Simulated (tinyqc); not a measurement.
Trench capacitor in an array: capacitance, non-linearity, leakage and relaxation: two steps of the calculation.

A film between two metal electrodes, each interface adding a series capacitance ci. The small-signal permittivity is ek (1 + aq E^2); the field is found with the linear permittivity. Leakage J = J0 sinh(E/Ef). After a voltage step the film passes a relaxation current kr C V tt^(-nr), tt being the time in seconds. The sidewall is a coaxial capacitor with radii a = dm/2 - t and b = dm/2, depth AR dm; the end face is left out.

Inputs (values chosen for the exercise); permittivity of the order of that of tantalum oxide: relative permittivity of the film ek = 26; film thickness t = 24 nm; capacitance of each electrode interface (dead layer and screening) ci = 1000 uF/cm^2; quadratic field coefficient of the permittivity aq = 0.01 cm^2/MV^2; bias V = 1.1 V; leakage prefactor J0 = 5e-10 A/cm^2; field for an e-fold rise of the leakage Ef = 0.34 MV/cm; diameter of the hole dm = 210 nm; aspect ratio, depth over diameter AR = 10; pitch of the square array pt = 370 nm; resistivity of the inner electrode rho = 370 uohm cm.

Constants: eps0 = 8.8541878128e-14 F/cm where lengths are in cm. Results are converted to the units shown.

Problem 1. Planar capacitance, field and non-linearity. Planar film: Cf = eps0 ek/t, 1/C = 1/Cf + 2/ci, EOT = 3.9 eps0/C, effective permittivity C t/eps0, E = (V/t) C/Cf; quadratic coefficient [C(V)/C - 1]/V^2 with Cf (1 + aq E^2) in C(V).

Find: Cf; C; EOT; effective permittivity; E; quadratic coefficient; J.

Solution 1.

Cf = 0.95920 uF/cm^2
C = 0.95737 uF/cm^2
EOT = 3.6069 nm
effective permittivity = 25.950
E = 0.45746 MV/cm
quadratic coefficient = 1726.2 ppm/V^2
J = 8.9488e-10 A/cm^2

The interfaces take 0.191 % of the voltage.

Problem 2. Cell capacitance, fields and time constant. Per length 1/c = ln(b/a)/(2 pi eps0 ek) + (1/a + 1/b)/(2 pi ci); cell capacitance c AR dm; per footprint over pt^2; fields c V/(2 pi eps0 ek r) at r = a and b; resistance of the inner electrode rho AR dm/(pi a^2); time constant R C/3 of the distributed line.

Wanted: a; b; cell capacitance; capacitance per footprint; field at a; field at b; R; R C/3.

Solution 2.

a = 81.000 nm
b = 105.00 nm
cell capacitance = 11.682 fF
capacitance per footprint = 8.5334 uF/cm^2
field at a = 0.52229 MV/cm
field at b = 0.40291 MV/cm
R = 0.37697 kohm
R C/3 = 1.4679 ps

The array gives 8.91 times the planar capacitance per footprint; curvature makes the field at the inner electrode 1.14 times the planar value.

Numbers from tinyqc (`OMP_NUM_THREADS=1 python tinyqc.py 2102065 2102066 out.jsonl`; about 0.01 s on one thread of a shared Intel Xeon 2.30GHz).
